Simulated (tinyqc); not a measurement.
From I_sub/I_D back to junction depth x_j: lateral field, substrate current, probability of reaching the oxide barrier and hot-carrier lifetime of a silicon transistor (pseudo-two-dimensional and lucky-electron models). Computed by tinyqc, a small Python program. Command: `OMP_NUM_THREADS=1 python tinyqc.py 3007652 3007653 out.jsonl hotcar inv`. One thread of a shared host (Intel(R) Xeon(R) Processor @ 2.30GHz), about 0.01 s of CPU time with the checks.

Local-field models: a lucky carrier gains its energy at the peak field over a path free of collisions. Voltages are magnitudes.

Inputs (values chosen for the exercise, modelled on a silicon n-channel): channel length L = 480 nm; oxide thickness t = 8.8 nm; mobility mu = 330 cm^2/(V s); saturation velocity v_s = 0.83 1e7 cm/s; threshold voltage V_T = 0.36 V; gate voltage V_G = 2.8 V; drain voltage V_D = 4.2 V; ionisation prefactor A_i = 2.2e+06 1/cm; ionisation field B_i = 1.74 MV/cm; hot-carrier mean free path lambda = 7.6 nm; oxide barrier phi_b = 3.1 eV; interface-trap threshold phi_it = 3.7 eV; lifetime constant H = 400 s microampere/micrometre; length of the depleted extension L_n = 46 nm.

Drain: lightly doped extension.

Constants: eps_0 = 8.8541878128e-12 F/m.

Method:
- C_ox = 3.9 eps_0/t; F_sat = 2 v_s/mu; V_Dsat = V_ov F_sat L/(V_ov + F_sat L), V_ov = V_G - V_T; I_D/W = C_ox v_s (V_ov - V_Dsat).
- Scale length l = 0.22 t^(1/3) x_j^(1/2) (all in cm); F_m = sqrt(((V_D - V_Dsat)/l_e)^2 + F_sat^2), with l_e = l + L_n; length of the velocity-saturated region l_e ln((V_D - V_Dsat)/(l_e F_sat) + F_m/F_sat).
- Substrate current I_sub/I_D = (A_i/B_i)(V_D - V_Dsat) exp(-B_i/F_m); probability of reaching the oxide barrier exp(-phi_b/(e lambda F_m)); lifetime tau = (H/(I_D/W)) exp(phi_it/(e lambda F_m)).

Problem. A run gave the result below. Find the junction depth x_j, known to lie between 110 and 300 nm.

I_sub/I_D = 0.002113951

Solution.

Each step takes the trial c = (a f_b - b f_a)/(f_b - f_a), f being the result less the target and a, b, c the logarithms of the listed values; c replaces end b, the old b replaces a if the sign of f changed, and otherwise f_a is halved.

Scan of the range:
```
junction depth x_j (nm)   I_sub/I_D
110                      0.00499025
130                      0.00357134
154                      0.00247499
182                      0.00167494
215                      0.00110066
254                      0.00070024
300                      0.00043091
```

False position (Illinois rule, in the logarithm of the input) inside the bracket:
```
step    end a    end b    trial   I_sub/I_D
1     154.000  182.000  166.058  0.00208276
2     154.000  166.058  164.224  0.00213718
3     166.058  164.224  165.005  0.00211381
4     164.224  165.005  165.000  0.00211395
5     164.224  165.000  165.000  0.00211395
6     165.000  165.000  165.000  0.00211395
```

I_sub/I_D falls at every point of a 13-point scan of the range (every second point is shown), so one value fits; it is bracketed by 154 and 182. Answer: junction depth x_j = 165.0 nm.
